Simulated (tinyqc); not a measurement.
## MOSFET in the linear regime without short-channel effects, parameter extraction from computed curves: extraction methods against the second mobility attenuation factor

Inversion charge Q = Cox n Vt W0(exp((Vg - VT)/(n Vt))), W0 the Lambert function and n = nf; u = Q/Cox; mobility mu = mu0/(1 + th1 u + th2 u^2); channel resistance Rch = (L - dL)/(W mu Q); Id = Vd/(Rch + Rsd/W). Cox = eps0 eox/tox. Small Vd, no channel-length or drain effects.

From the continuous curve Id(Vg): tangent at peak gm (V_ext = Vg - Id/gm); constant current Id = 0.1 uA W/L; peak of d2Id/dVg2; Y = Id/sqrt(gm) drawn through Vg = VT + 0.6 and VT + 0.8 V, with intercept VT_Y and slope s. Mobilities gm,max L/(W Cox Vd) and s^2 L/(W Cox Vd) with the drawn L. Last column: share of Rsd/W in the total resistance at VT + 0.8 V.

Values chosen for this exercise; channel values of the order met in silicon transistors:
- T = 300 K (temperature)
- eox = 25.3 (relative permittivity of the gate insulator (close to zirconium oxide))
- tox = 3.3 nm (insulator thickness)
- mu0 = 110 cm^2/(V s) (low-field mobility)
- th1 = 0.74 1/V (first mobility attenuation factor)
- VT = 0.38 V (threshold voltage)
- nf = 1.09 (body factor)
- W = 1 um (gate width)
- L = 0.23 um (drawn gate length)
- dL = 0.019 um (drawn less effective length)
- Rsd = 330 ohm um (source plus drain resistance)
- Vd = 0.05 V (drain voltage)

Constants: q = 1.602176634e-19 C, kB = 1.380649e-23 J/K, Vt = kB T/q, eps0 = 8.8541878128e-14 F/cm where lengths are in cm. Results are converted to the units shown.

Extraction methods against the second mobility attenuation factor:
columns A: th2 (1/V^2); B: V_ext (V); C: constant current (V); D: second derivative (V); E: VT_Y (V); F: mobility from gm (cm^2/(V s)); G: mobility from Y (cm^2/(V s)); H: series share (%)
```
A         B      C      D      E     F    G     H
0     0.365  0.314  0.366  0.424  66.7  110  35.2
0.06  0.365  0.314  0.366  0.438  66.7  118  34.8
0.12  0.365  0.314  0.366  0.453  66.6  126  34.3
0.18  0.364  0.314  0.366  0.468  66.5  136  33.9
0.24  0.364  0.314  0.366  0.483  66.5  147  33.5
0.3   0.364  0.314  0.366  0.498  66.4  159  33.1
0.36  0.364  0.314  0.366  0.513  66.3  172  32.7
```

The model has VT = 0.38 V and mu0 = 110 cm^2/(V s). Over the table the extracted thresholds move by 0.50 mV (tangent), under 0.5 mV (constant current), under 0.5 mV (second derivative), 89 mV (Y function). The mobility from gm falls from 66.7 to 66.3 and that from Y rises from 110 to 172 cm^2/(V s).

Computed by the program tinyqc: `OMP_NUM_THREADS=1 python tinyqc.py 2210149 2210150 out.jsonl`, one thread of a shared Intel Xeon 2.30GHz, about 0.01 s for the whole run.
